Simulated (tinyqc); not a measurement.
What moves the optical response: interband optics of a two-band s-p chain from momentum matrix elements.

H(k) = [[Es - 2 ts cos ka, 2i V sin ka], [-2i V sin ka, Ep_ + 2 tp cos ka]] in the basis s, p; the lower band is full, with two electrons a cell. The velocity operator times hbar is W = dH/dk (eV angstrom); intra-atomic dipoles are left out.

With w(k) = |<c|W|v>|^2 and D(k) = Ec - Ev, on the mesh k_j = (j + 1/2)/N (2 pi/a): eps(E) = 1 + (8 pi e2/(a Ar)) mean_j (w/D^2) [1/(D - E - i eta) + 1/(D + E + i eta)], e2 = e^2/(4 pi eps0); light polarised along the chains, no local fields.

Constants: e^2/(4 pi eps0) = 14.39964547 eV angstrom; hbar^2/2m0 = 3.80998211 eV angstrom^2.

Inputs chosen for the exercise: a = 3.34 angstrom (period); Es = 3.6 eV (upper orbital (s)); Ep_ = -2.46 eV (lower orbital (p)); ts = 0.51 eV (s-s hopping); tp = 0.25 eV (p-p hopping); V = 1.52 eV (s-p hopping); Ar = 6 angstrom^2 (cross-section per chain).

Mesh of 400 points; n_eff = 2 mean(w/(c D)), c = hbar^2/2m0.

One parameter was then changed.

Results before and after:

| case | smallest D (eV) | largest D (eV) | n_eff | eps(0) |
|---|---|---|---|---|
| base | 4.540 | 8.726 | 3.467 | 7.695 |
| changed | 4.840 | 8.950 | 3.363 | 6.848 |

Which of these changes was made? (a) a = 3.507 angstrom; (b) V = 1.672 eV; (c) ts = 0.612 eV; (d) Ar = 6.6 angstrom^2; (e) Es = 3.9 eV.

Answer: (e) Es = 3.9 eV. Of the candidates, run in turn, only this one gives the changed row.

All candidates:

| case | smallest D (eV) | largest D (eV) | n_eff | eps(0) |
|---|---|---|---|---|
| base | 4.540 | 8.726 | 3.467 | 7.695 |
| a = 3.507 angstrom | 4.540 | 8.726 | 3.822 | 8.030 |
| Es = 3.9 eV | 4.840 | 8.950 | 3.363 | 6.848 |
| ts = 0.612 eV | 4.336 | 8.769 | 3.486 | 8.090 |
| V = 1.672 eV | 4.540 | 9.135 | 4.021 | 8.641 |
| Ar = 6.6 angstrom^2 | 4.540 | 8.726 | 3.467 | 7.087 |

Run: tinyqc, `OMP_NUM_THREADS=1 python tinyqc.py 1651197 1651198 out.jsonl`; Intel(R) Xeon(R) Processor @ 2.30GHz, one thread, shared host; about 0.01 s of CPU time with all checks.
